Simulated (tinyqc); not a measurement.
## Tunnelling through a gate dielectric with the two-band (Franz) dispersion, WKB transmission and Tsu-Esaki current: effect of temperature

Electrons leave the emitter at x = 0. Energies E (motion across the layers) are in eV from the emitter Fermi level; the collector Fermi level lies at -V and offers states at every E. No charge in the dielectric and no image force: F1 = V/t1, U = phi1 - F1 x. With C = hbar^2/(2 m0), kappa = sqrt(m u (1 - u/Egx)/C), u = U - E where U > E and 0 elsewhere; T(E) = exp(-S), S = 2 times the integral of kappa over x.

Each layer adds (2/F) sqrt(m/C) [G(u at its left edge) - G(u at its right edge)] to S, with u = U - E (0 where negative) and G(u) = Egx^1.5 (th - sin(4 th)/4)/4, th = arcsin sqrt(u/Egx). J = J0 times the integral of T(E) N(E) dE, N = ln[(1 + exp(-E/Vt))/(1 + exp((-E - V)/Vt))], J0 = q^2 me m0 kB T/(2 pi^2 hbar^3) (times 1e-4 for A/cm^2 per eV), from E = -Ef to far above the barrier (T = 1 there), by quadrature converged to the digits shown.

Inputs (values chosen for the exercise); dielectric values close to those of silicon nitride: Fermi energy of the emitter above its band bottom Ef = 0.32 eV; emitter mass in the supply function me = 1 m0; barrier of layer 1 above the emitter Fermi level at zero bias phi1 = 2.06 eV; tunnelling mass of layer 1 m1 = 0.52 m0; thickness of layer 1 t1 = 1.8 nm; gap parameter of the two-band dispersion, set freely Egx = 5.8 eV; voltage across the dielectric V = 0.5 V.

Constants: q = 1.602176634e-19 C, kB = 1.380649e-23 J/K, hbar = 1.054571817e-34 J s, m0 = 9.1093837015e-31 kg, Vt = kB T/q, hbar^2/(2 m0) = 0.0380998212 eV nm^2. Results are converted to the units shown.

Results:
```
T (K)	J (A/cm^2)	mean E of the current (eV)
50	202.2	-0.2024
100	202.8	-0.2019
200	204.9	-0.1997
300	208.6	-0.1961
400	213.8	-0.1911
600	228.5	-0.1770
750	243.5	-0.1629
```

Estimate the missing row, T = 500 K.

Computed row:
```
T (K)	J (A/cm^2)	mean E of the current (eV)
500	220.4	-0.1847
```

With this row back in the table: Between 50 and 300 K the current changes by a factor of 1.03, and between 300 and 750 K by 1.17; the mean energy of the current rises from -0.202 to -0.163 eV. The transmission grows by a factor e over d = 0.444 eV near E = 0, equal to kB T/q at 5150 K: far below that temperature the thermal tail adds little.

tinyqc, about 0.03 s, one thread, Intel Xeon 2.30GHz (shared host): `OMP_NUM_THREADS=1 python tinyqc.py 2540122 2540123 out.jsonl`
